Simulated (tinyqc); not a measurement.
What each parameter does: band edges of strained Si(1-x)Ge(x) on relaxed Si(1-y)Ge(y).

Values are linear in the Ge fraction but for ED(x) = linear - CD x (1 - x) and a(x) = linear - Ca x (1 - x). Energies are on the common scale of Ev.

Coherent growth on a (001) face: e_par = (a(y) - a(x))/a(x), e_perp = -2 (C12/C11) e_par; exx = eyy = e_par, ezz = e_perp, no shear.

A valley with unit axis u lies at Ev + gap + (av + a_valley) tr(e) + Xu (u.e.u - tr(e)/3); the Delta axes are x, y, z and the L axes [111], [1-1-1], [-11-1], [-1-11]. The second-order shift of the Delta valleys under shear is left out; it lowers the pair normal to the sheared plane by tens of meV at a shear of 1 %.

Valence edges: Ev plus the levels of the 6 x 6 matrix of X, Y, Z times spin with -Dso/3 + l exx + m (eyy + ezz) on the diagonal (cyclic), n exy off it, l = av + 2 b, m = av - b, n = sqrt(3) d. Spin-orbit term (Dso/3) L.sigma on X, Y, Z with (L_k)_ij = -i epsilon_kij: <X+|H|Y+> = -i Dso/3, <X+|H|Z-> = Dso/3, <Y+|H|Z-> = -i Dso/3, <Z+|H|X-> = -Dso/3, <Z+|H|Y-> = i Dso/3, <X-|H|Y-> = i Dso/3, and their conjugates; + and - are the spin along z.

Parameters, chosen for this exercise (end members near Si and Ge, in this order; the results hold for these values, not for the real material): a = (5.429, 5.664) angstrom (lattice constant); Dso = (0.044, 0.29) eV (spin-orbit splitting); av = (2.48, 1.24) eV (valence hydrostatic potential); b = (-2.1, -2.54) eV (tetragonal shear potential); d = (-4.81, -5.33) eV (trigonal shear potential); C11 = (165.3, 127.3) GPa; C12 = (64.2, 48.3) GPa; C44 = (79.2, 66.8) GPa; Ev = (0, 0.63) eV (top of the unstrained valence band); ED = (1.168, 0.928) eV (gap to the Delta valleys); EL = (2.006, 0.726) eV (gap to the L valleys); aD = (1.74, 1.34) eV (hydrostatic potential of the Delta gap); aL = (-3.01, -2.96) eV (hydrostatic potential of the L gap); XuD = (9.04, 9.53) eV (uniaxial potential, Delta); XuL = (16.2, 15.23) eV (uniaxial potential, L); CD = 0.206 eV (bowing of the Delta gap); Ca = 0.027 angstrom (bowing of the lattice constant); face = 001 (growth face); x = 0.78 (Ge fraction of the layer); y = 0.42 (Ge fraction of the relaxed buffer).

dEc = Ec(buffer) - Ec(layer), dEv = Ev(layer) - Ev(buffer); buffer edges Ev(y) and Ev(y) + min(ED, EL). Each row changes one parameter from the base and keeps the others.

Results:
```
case                      gap (eV)  valence splitting (meV)  dEc (eV)  dEv (eV)
base                        0.7662                     91.1   -0.0136    0.2644
x = 0.81                    0.7471                     97.0   -0.0177    0.2877
y = 0.45                    0.7806                     86.7   -0.0141    0.2425
CD = 0.256 eV               0.7576                     91.1   -0.0172    0.2644
aL = (-3.461, -3.404) eV    0.7662                     91.1   -0.0136    0.2644
Ev = (0, 0.724) eV          0.7662                     91.1   -0.0475    0.2983
XuL = (18.63, 17.514) eV    0.7662                     91.1   -0.0136    0.2644
b = (-2.415, -2.921) eV     0.7562                     98.3   -0.0136    0.2744
av = (2.852, 1.426) eV      0.7662                     91.1   -0.0093    0.2601
```

The largest shifts from the base row, up to three for each result and ties (the steps differ in size, so this ranks the rows, not the parameters). gap (eV): x -0.0191, y +0.0144, b -0.0100; unchanged at the printed digits by aL, Ev, XuL and av. valence splitting (meV): b +7.2, x +5.9, y -4.4; unchanged at the printed digits by CD, aL, Ev, XuL and av. dEc (eV): Ev -0.0338, av +0.0043, x -0.0041; unchanged at the printed digits by aL, XuL and b. dEv (eV): Ev +0.0338, x +0.0232, y -0.0219; unchanged at the printed digits by CD, aL and XuL. The lowest valleys of the layer are Delta4, so among the conduction-band potentials only those of that family reach the gap and dEc; the buffer is unstrained. A shift large enough to swap the lowest family would change that.

Run: tinyqc, `OMP_NUM_THREADS=1 python tinyqc.py 1080191 1080192 out.jsonl`; Intel(R) Xeon(R) Processor @ 2.30GHz, one thread, shared host; about 0.01 s of CPU time with all checks.
